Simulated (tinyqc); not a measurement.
UHF in the sto-6g basis, for H6, spin multiplicity 1, step by step (part 2 of 2). Computed by tinyqc, a small Python program that keeps every step (integrals from PySCF). Command: `OMP_NUM_THREADS=1 python tinyqc.py 24237 24238 out.jsonl` (the two numbers bound the seeds that draw the settings). One thread of a shared host (Intel(R) Xeon(R) Processor @ 2.60GHz), about 0.2 s of CPU time with the checks.

Geometry (angstrom):
```
atom         x         y         z
H     0.000000  0.000000  0.000000
H     0.000000  0.000000  1.271000
H     0.000000  0.000000  2.565000
H     0.000000  0.000000  3.836000
H     0.000000  0.000000  5.130000
H     0.000000  0.000000  6.401000
```

## Iteration 2: diagonalisation and new density

extrapolated F(alpha) (hartree), lower triangle:
```
           1H 1s      2H 1s      3H 1s      4H 1s      5H 1s     6H 1s
1H 1s  -0.341889
2H 1s  -0.359710  -0.168054
3H 1s  -0.050679  -0.307023  -0.334356
4H 1s   0.008483  -0.084594  -0.338731  -0.139672
5H 1s  -0.003039  -0.000029  -0.057674  -0.301540  -0.300533
6H 1s  -0.006114   0.009233   0.009356  -0.094129  -0.332096  0.000594
```

extrapolated F(beta) (hartree), lower triangle:
```
           1H 1s      2H 1s      3H 1s      4H 1s      5H 1s      6H 1s
1H 1s   0.000594
2H 1s  -0.332096  -0.300533
3H 1s  -0.094129  -0.301540  -0.139672
4H 1s   0.009356  -0.057674  -0.338731  -0.334356
5H 1s   0.009233  -0.000029  -0.084594  -0.307023  -0.168054
6H 1s  -0.006114  -0.003039   0.008483  -0.050679  -0.359710  -0.341889
```

X:
```
               1          2          3          4          5         6
1H 1s   0.332096  -0.536143   0.573856   0.500474   0.369192  0.192221
2H 1s  -0.630380   0.707396  -0.297577   0.199134   0.425677  0.320622
3H 1s   0.804297  -0.313928  -0.470177  -0.406014   0.181191  0.394194
4H 1s  -0.804297  -0.313928   0.470177  -0.406014  -0.181191  0.394194
5H 1s   0.630380   0.707396   0.297577   0.199134  -0.425677  0.320622
6H 1s  -0.332096  -0.536143  -0.573856   0.500474  -0.369192  0.192221
```

Diagonalise F' = X^T F X, C = X C', fill 3 alpha and 3 beta electrons from the bottom; D(s) = C_occ C_occ^T. Each column has its largest component positive (the first on a tie).

F' = X^T F X (alpha) (hartree), lower triangle:
```
           1          2          3          4          5          6
1   0.587319
2   0.018736   0.361179
3   0.017670   0.023454   0.090794
4  -0.000534  -0.032561  -0.171921  -0.260599
5   0.014328   0.109679   0.008269  -0.039919  -0.436153
6  -0.086744  -0.002035  -0.014602   0.007767  -0.022558  -0.533708
```

orbital energies (alpha) (hartree): MO1 -0.545408, MO2 -0.454634, MO3 -0.324042, MO4 0.155187, MO5 0.380528, MO6 0.597202

coefficients C (alpha):
```
            MO1        MO2        MO3        MO4        MO5        MO6
1H 1s  0.326900   0.509168  -0.546090   0.416493  -0.478250  -0.290266
2H 1s  0.338466   0.292709  -0.027008  -0.441653   0.756019   0.585152
3H 1s  0.472277  -0.027222   0.590451  -0.264406  -0.390739  -0.724273
4H 1s  0.297898  -0.262272   0.153292   0.649544  -0.142697   0.834434
5H 1s  0.253848  -0.507163  -0.445000   0.052927   0.583279  -0.668804
6H 1s  0.089991  -0.231763  -0.290370  -0.615948  -0.655944   0.441580
```

F' = X^T F X (beta) (hartree), lower triangle:
```
           1          2         3          4          5          6
1   0.587319
2  -0.018736   0.361179
3   0.017670  -0.023454  0.090794
4   0.000534  -0.032561  0.171921  -0.260599
5   0.014328  -0.109679  0.008269   0.039919  -0.436153
6   0.086744  -0.002035  0.014602   0.007767   0.022558  -0.533708
```

orbital energies (beta) (hartree): MO1 -0.545408, MO2 -0.454634, MO3 -0.324042, MO4 0.155187, MO5 0.380528, MO6 0.597202

coefficients C (beta):
```
            MO1        MO2        MO3        MO4        MO5        MO6
1H 1s  0.089991  -0.231763  -0.290370  -0.615948  -0.655944   0.441580
2H 1s  0.253848  -0.507163  -0.445000   0.052927   0.583279  -0.668804
3H 1s  0.297898  -0.262272   0.153292   0.649544  -0.142697   0.834434
4H 1s  0.472277  -0.027222   0.590451  -0.264406  -0.390739  -0.724273
5H 1s  0.338466   0.292709  -0.027008  -0.441653   0.756019   0.585152
6H 1s  0.326900   0.509168  -0.546090   0.416493  -0.478250  -0.290266
```

D(alpha) after iteration 2, lower triangle:
```
           1H 1s      2H 1s      3H 1s     4H 1s     5H 1s     6H 1s
1H 1s   0.664330
2H 1s   0.274432   0.200967
3H 1s  -0.181912   0.135934   0.572419
4H 1s  -0.119869   0.019918   0.238341  0.181028
5H 1s   0.067762  -0.050514  -0.129058  0.140421  0.519678
6H 1s   0.069980  -0.029538  -0.122640  0.043082  0.269600  0.146127
```

D(beta) after iteration 2, lower triangle:
```
           1H 1s      2H 1s      3H 1s      4H 1s     5H 1s     6H 1s
1H 1s   0.146127
2H 1s   0.269600   0.519678
3H 1s   0.043082   0.140421   0.181028
4H 1s  -0.122640  -0.129058   0.238341   0.572419
5H 1s  -0.029538  -0.050514   0.019918   0.135934  0.200967
6H 1s   0.069980   0.067762  -0.119869  -0.181912  0.274432  0.664330
```

## Iteration 12 (converged): orbitals

converged F(alpha) (hartree), lower triangle:
```
           1H 1s      2H 1s      3H 1s      4H 1s      5H 1s     6H 1s
1H 1s  -0.424651
2H 1s  -0.334222  -0.038982
3H 1s  -0.050866  -0.297554  -0.423531
4H 1s   0.001193  -0.082857  -0.317228  -0.017414
5H 1s  -0.001159  -0.002136  -0.052082  -0.292801  -0.403343
6H 1s  -0.001801   0.004279   0.000555  -0.089985  -0.315817  0.099468
```

converged F(beta) (hartree), lower triangle:
```
           1H 1s      2H 1s      3H 1s      4H 1s      5H 1s      6H 1s
1H 1s   0.099468
2H 1s  -0.315817  -0.403343
3H 1s  -0.089985  -0.292801  -0.017414
4H 1s   0.000555  -0.052082  -0.317228  -0.423531
5H 1s   0.004279  -0.002136  -0.082857  -0.297554  -0.038982
6H 1s  -0.001801  -0.001159   0.001193  -0.050866  -0.334222  -0.424651
```

As before.

F' = X^T F X (alpha) (hartree), lower triangle:
```
           1          2          3          4          5          6
1   0.574740
2   0.010434   0.342046
3   0.014657   0.003429   0.070676
4   0.007488  -0.026493  -0.275486  -0.232471
5   0.011167   0.233031   0.008708  -0.035986  -0.411481
6  -0.210134  -0.002542  -0.015192   0.004299  -0.017680  -0.509318
```

orbital energies (alpha) (hartree): MO1 -0.551827, MO2 -0.480068, MO3 -0.391880, MO4 0.231141, MO5 0.411090, MO6 0.615736

coefficients C (alpha):
```
            MO1        MO2        MO3        MO4        MO5        MO6
1H 1s  0.369933  -0.575415  -0.577035   0.294687  -0.427771  -0.282885
2H 1s  0.240933  -0.194860  -0.005352  -0.434026   0.792614   0.630342
3H 1s  0.549921  -0.004156   0.644607  -0.187325  -0.309235  -0.686230
4H 1s  0.220216   0.168157   0.082102   0.665575  -0.206409   0.866296
5H 1s  0.316860   0.597121  -0.468330   0.045056   0.519631  -0.601381
6H 1s  0.077433   0.170192  -0.162353  -0.662666  -0.681833   0.430619
```

F' = X^T F X (beta) (hartree), lower triangle:
```
           1          2         3          4          5          6
1   0.574740
2  -0.010434   0.342046
3   0.014657  -0.003429  0.070676
4  -0.007488  -0.026493  0.275486  -0.232471
5   0.011167  -0.233031  0.008708   0.035986  -0.411481
6   0.210134  -0.002542  0.015192   0.004299   0.017680  -0.509318
```

orbital energies (beta) (hartree): MO1 -0.551827, MO2 -0.480068, MO3 -0.391880, MO4 0.231141, MO5 0.411090, MO6 0.615736

coefficients C (beta):
```
            MO1        MO2        MO3        MO4        MO5        MO6
1H 1s  0.077433   0.170192  -0.162353  -0.662666  -0.681833   0.430619
2H 1s  0.316860   0.597121  -0.468330   0.045056   0.519631  -0.601381
3H 1s  0.220216   0.168157   0.082102   0.665575  -0.206409   0.866296
4H 1s  0.549921  -0.004156   0.644607  -0.187325  -0.309235  -0.686230
5H 1s  0.240933  -0.194860  -0.005352  -0.434026   0.792614   0.630342
6H 1s  0.369933  -0.575415  -0.577035   0.294687  -0.427771  -0.282885
```

D(alpha) after iteration 12, lower triangle:
```
           1H 1s      2H 1s      3H 1s     4H 1s     5H 1s     6H 1s
1H 1s   0.800922
2H 1s   0.204343   0.096048
3H 1s  -0.166136   0.129853   0.717948
4H 1s  -0.062671   0.019851   0.173326  0.083513
5H 1s   0.043867  -0.037506  -0.130123  0.131737  0.676287
6H 1s   0.024397  -0.013638  -0.062779  0.032342  0.202195  0.061320
```

D(beta) after iteration 12, lower triangle:
```
           1H 1s      2H 1s      3H 1s      4H 1s     5H 1s     6H 1s
1H 1s   0.061320
2H 1s   0.202195   0.676287
3H 1s   0.032342   0.131737   0.083513
4H 1s  -0.062779  -0.130123   0.173326   0.717948
5H 1s  -0.013638  -0.037506   0.019851   0.129853  0.096048
6H 1s   0.024397   0.043867  -0.062671  -0.166136  0.204343  0.800922
```

## Convergence

Stop when the energy changes by less than 1e-10 hartree and every element of the error matrix X^T (F D S - S D F) X (for each spin) is below 3e-06.

Course of the cycle:
```
iteration  E (hartree)     change  largest element of the error matrix
1          -2.89038010          -                             9.23e-02
2          -2.98482641  -9.44e-02                             4.36e-02
3          -3.00194134  -1.71e-02                             3.30e-02
4          -3.02027098  -1.83e-02                             1.54e-02
5          -3.02425455  -3.98e-03                             7.16e-03
6          -3.02548629  -1.23e-03                             2.55e-03
7          -3.02552878  -4.25e-05                             1.54e-03
8          -3.02552294   5.84e-06                             1.47e-03
9          -3.02556646  -4.35e-05                             8.54e-05
10         -3.02556660  -1.41e-07                             2.87e-05
11         -3.02556662  -1.66e-08                             1.29e-06
12         -3.02556662  -3.34e-11                             1.21e-07
```

PySCF UHF in the same basis, after a stability check = -3.02556662 hartree

Converged in 12 iterations.

## Populations, bond orders and dipole

overlap S, lower triangle:
```
          1H 1s     2H 1s     3H 1s     4H 1s     5H 1s     6H 1s
1H 1s  1.000000
2H 1s  0.352849  1.000000
3H 1s  0.046739  0.342140  1.000000
4H 1s  0.004501  0.046739  0.352849  1.000000
5H 1s  0.000294  0.004302  0.046739  0.342140  1.000000
6H 1s  0.000014  0.000294  0.004501  0.046739  0.352849  1.000000
```

Mulliken: Z minus the diagonal of D S on the atom; Loewdin: the same with S^(1/2) D S^(1/2); Mayer order: 2 sum_s sum (D(s) S)_ij (D(s) S)_ji over the two atoms.

Charges (e):
```
atom   Mulliken    Loewdin  Mulliken spin
1H     0.001120  -0.001820       0.731102
2H     0.000186   0.002961      -0.573133
3H    -0.001306  -0.001141       0.617505
4H    -0.001306  -0.001141      -0.617505
5H     0.000186   0.002961       0.573133
6H     0.001120  -0.001820      -0.731102
```

Mayer bond orders:
```
pair     order
2-1   0.415926
3-1   0.027194
3-2   0.232097
4-1   0.017466
4-2   0.014381
4-3   0.327549
5-1   0.002457
5-2   0.006657
5-3   0.014381
5-4   0.232097
6-1   0.002446
6-2   0.002457
6-3   0.017466
6-4   0.027194
6-5   0.415926
```

dipole moment about the origin, x y z (debye): 0.000000  0.000000  0.000000

<S^2> of the determinant (pure state: 0) = 1.175449
